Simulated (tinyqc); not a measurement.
Rapid thermal processing of a wafer: radiative balance, ramp and cooling, pattern effects, pyrometer error and spike budget. Inputs raised by 2 %, one at a time. Computed by tinyqc, a small Python program. Command: `OMP_NUM_THREADS=1 python tinyqc.py 3110569 3110570 out.jsonl rtp sens`. One thread of a shared host (Intel(R) Xeon(R) Processor @ 2.30GHz), about 0.1 s of CPU time with the checks.

The wafer is opaque and uniform through its thickness unless said otherwise; temperatures in formulas are in kelvin (C + 273.15). sigma = 5.670374419e-12 W/(cm^2 K^4).

Inputs (values chosen for the exercise, modelled on a hot silicon wafer):

| quantity | value | unit |
|---|---|---|
| wafer thickness d | 775 | micrometre |
| heat capacity per volume C | 2.09 | J/(cm^3 K) |
| thermal conductivity k | 0.22 | W/(cm K) |
| emissivity eps of each face | 0.62 | - |
| reflectivity of the chamber walls r | 0.014 | - |
| gas heat-transfer coefficient h, both faces together | 0.54 | mW/(cm^2 K) |
| wall temperature T_w | 700 | K |
| process temperature | 620 | C |
| starting temperature | 450 | C |
| ramp rate | 98 | K/s |
| relative change of absorptivity over a pattern | 3.8 | % |
| period of the pattern | 9.5 | mm |
| pyrometer wavelength | 2.3 | micrometre |
| error of the assumed emissivity | 3.5 | % |
| activation energy of the process E_a | 3.46 | eV |

Constants: k_B = 8.617333262e-05 eV/K; h = 6.62607015e-34 J s; c = 299792458 m/s; k_B = 1.380649e-23 J/K.

Method:
- Effective emissivity between parallel grey plates: eps_eff = 1/(1/eps + 1/(1 - r) - 1). Loss per area q(T) = 2 eps_eff sigma (T^4 - T_w^4) + h (T - T_w).
- Absorbed power during a ramp = q(T) + C d x ramp rate; thermal time constant tau = C d/(dq/dT), dq/dT = 8 eps_eff sigma T^3 + h; natural cooling rate q/(C d); front-to-back difference under one-sided heating at the end of the ramp = (absorbed power) d/(2 k).
- At steady state a sinusoidal change of absorbed power of relative amplitude a and period p gives the temperature amplitude a q/(dq/dT + k d (2 pi/p)^2); healing length l = sqrt(k d/(dq/dT)); process change = E_a dT/(k_B T^2). Emissivity is taken as unchanged.
- Signal proportional to eps/(exp(c2/(lambda T)) - 1), c2 = h c/k_B. If the assumed emissivity is too high by the given error, the reading T' solves (1 + error)/(exp(c2/(lambda T')) - 1) = 1/(exp(c2/(lambda T)) - 1). Wien estimate: T' - T = -lambda T^2 ln(1 + error)/c2. Process rates go as exp(-E_a/(k_B T)).

Runs:

| input moved | from | to | holding power q (W/cm^2) | time constant tau (s) | amplitude (K) | reading less true temperature (K) |
|---|---|---|---|---|---|---|
| base run | - | - | 2.8661 | 7.9385 | 0.14214 | -4.3616 |
| wafer thickness d (micrometre) | 775 | 790.5 | 2.8661 | 8.0973 | 0.13943 | -4.3616 |
| emissivity eps of each face | 0.62 | 0.6324 | 2.9209 | 7.7882 | 0.14478 | -4.3616 |
| reflectivity of the chamber walls r | 0.014 | 0.01428 | 2.8657 | 7.9399 | 0.14212 | -4.3616 |
| gas heat-transfer coefficient h, both faces together (mW/(cm^2 K)) | 0.54 | 0.5508 | 2.8682 | 7.9343 | 0.14224 | -4.3616 |
| period of the pattern (mm) | 9.5 | 9.69 | 2.8661 | 7.9385 | 0.14773 | -4.3616 |
| pyrometer wavelength (micrometre) | 2.3 | 2.346 | 2.8661 | 7.9385 | 0.14214 | -4.4478 |
| error of the assumed emissivity (%) | 3.5 | 3.57 | 2.8661 | 7.9385 | 0.14214 | -4.4469 |

Exponents ln(y'/y) / ln(x'/x):

| input | holding power q | time constant tau | amplitude | reading less true temperature |
|---|---|---|---|---|
| wafer thickness d | 0.000 | 1.000 | -0.974 | 0.000 |
| emissivity eps of each face | 0.955 | -0.965 | 0.930 | 0.000 |
| reflectivity of the chamber walls r | -0.009 | 0.009 | -0.008 | 0.000 |
| gas heat-transfer coefficient h, both faces together | 0.037 | -0.027 | 0.036 | 0.000 |
| period of the pattern | 0.000 | 0.000 | 1.946 | 0.000 |
| pyrometer wavelength | 0.000 | 0.000 | 0.000 | 0.988 |
| error of the assumed emissivity | 0.000 | 0.000 | 0.000 | 0.978 |

Which inputs matter most for each result?

Among the inputs moved here: holding power q answers most in size to emissivity eps of each face (exponent +0.955), next to gas heat-transfer coefficient h, both faces together (+0.037); its exponent is below 0.0005 for wafer thickness d, period of the pattern, pyrometer wavelength, error of the assumed emissivity. Time constant tau answers most in size to wafer thickness d (exponent +1.000), next to emissivity eps of each face (-0.965); its exponent is below 0.0005 for period of the pattern, pyrometer wavelength, error of the assumed emissivity. Its exponent +1.000 in wafer thickness d: thermal mass. Amplitude answers most in size to period of the pattern (exponent +1.946), next to wafer thickness d (-0.974); its exponent is below 0.0005 for pyrometer wavelength, error of the assumed emissivity. Its exponent +1.946 in period of the pattern: conduction smooths short periods. Reading less true temperature answers most in size to pyrometer wavelength (exponent +0.988), and about equally to error of the assumed emissivity (+0.978); its exponent is below 0.0005 for wafer thickness d, emissivity eps of each face, reflectivity of the chamber walls r, gas heat-transfer coefficient h, both faces together, period of the pattern. Its exponent +0.988 in pyrometer wavelength: the Wien limit.

Caution (all rows): below about 600 C lightly doped silicon is partly transparent at this wavelength, so its emissivity is not yet the hot value early in the ramp.
